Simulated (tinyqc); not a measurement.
Inside a calculation. Model: donor or exciton in a quantum well (variational effective-mass method). Computed by tinyqc, a small Python program that keeps every step. Command: `OMP_NUM_THREADS=1 python tinyqc.py 3011668 3011669 out.jsonl welldonor walk`. One thread of a shared host (Intel(R) Xeon(R) Processor @ 2.30GHz), about 0.06 s of CPU time with the checks. Intermediate numbers are printed to about 6 digits and carried at full precision; extremes and crossings named in words are read from the listed rows.

H = -nabla^2 - 2/|r - r_i| + V(z) in effective units; trial function psi = f(z) exp(-|r - r_i|/lambda), f the ground state of the well. Mass and screening are the same in well and barrier; l = L/a* is the width in effective units. Bands are flat: no polarisation or applied field.

Inputs (values chosen for the exercise, modelled on beta-Ga2O3):
```
quantity                              value  unit
electron mass m                       0.286   m_0
dielectric constant eps                10.3     -
well width L                            1.5    nm
trial radius lambda                     1.6    a*
donor position z_i/L from the centre    0.2     -
```

Centre: donor. Barriers: infinite.

Constants: Ry = 13.605693123 eV; a_0 = 0.529177210903 angstrom; hbar^2/(2 m_0) = 3.80998212 eV angstrom^2.

## Effective units

Ry* = Ry m/eps^2, a* = a_0 eps/m; l = L/a*.

mass used = 0.286 m_0

Ry* = 36.6786 meV

a* = 1.90578 nm

l = 0.787080

Caution: so narrow a well has large confinement energy, where non-parabolicity and barrier penetration matter.

## The subband

k = pi/l; f = cos(k z) inside and zero outside; subband energy k^2 Ry*.

k = 3.99145 1/a*

subband energy = 584.351 meV

## Binding at the trial radius

Binding E_b(lambda) = -1/lambda^2 + 4 A/(lambda B), with A = int f^2 exp(-2 s/lambda) dz, B = int f^2 exp(-2 s/lambda)(1 + 2 s/lambda) dz and s = |z - z_i|; 40 Gauss-Legendre points on each piece between the walls at z = -l/2 and l/2 and z_i.

A = 0.319191 a*

B = 0.382710 a*

E_b(lambda) = 1.69445 Ry*

## Best radius

Golden-section search for the maximum over lambda from 0.3 to 4, 40 steps.

best lambda = 0.846539 a*

binding in Ry* = 2.12149

binding energy = 77.8133 meV

radius lambda a* = 1.61332 nm

Confinement changes the binding by a factor 2.121 against the bulk value (limits: 4 in two dimensions, 1 inside a wide well).

## Binding against well width

Each row maximises over lambda (golden section, 0.3 to 4).

Against width:
```
L (nm)  lambda (a*)  binding (Ry*)  binding (meV)
0.83        0.73970        2.55645        93.7668
1.50        0.84654        2.12149        77.8133
2.70        0.96297        1.71668        62.9655
4.80        1.05000        1.39090        51.0161
```

The binding is largest in the narrowest well, 2.556 Ry* at 0.83 nm, on the way to 4. In the widest well it is 1.391 Ry*. In the narrow rows the confinement energy passes real barrier heights: infinite walls and a parabolic band fail, and with real barriers the binding peaks and falls.

## Binding against position

The formulas are those given above.

Against position:
```
z_i/L  lambda (a*)  binding (Ry*)  binding (meV)
0.0        0.76825        2.42751        89.0375
0.1        0.78712        2.34304        85.9394
0.2        0.84654        2.12149        77.8133
0.3        0.94794        1.84277        67.5901
0.4        1.07729        1.58683        58.2028
0.5        1.20817        1.38896        50.9449
```

From the centre to the wall the binding falls from 89.038 to 50.945 meV, 57 % of the centre value, since the walls keep the electron away from an off-centre ion; uniform doping thus gives a band of levels 38.093 meV wide, with a peak in its density at the centre value, where the slope vanishes.

Checks made by the program: the two-dimensional limit, 4 Ry* (relative difference 2e-03).
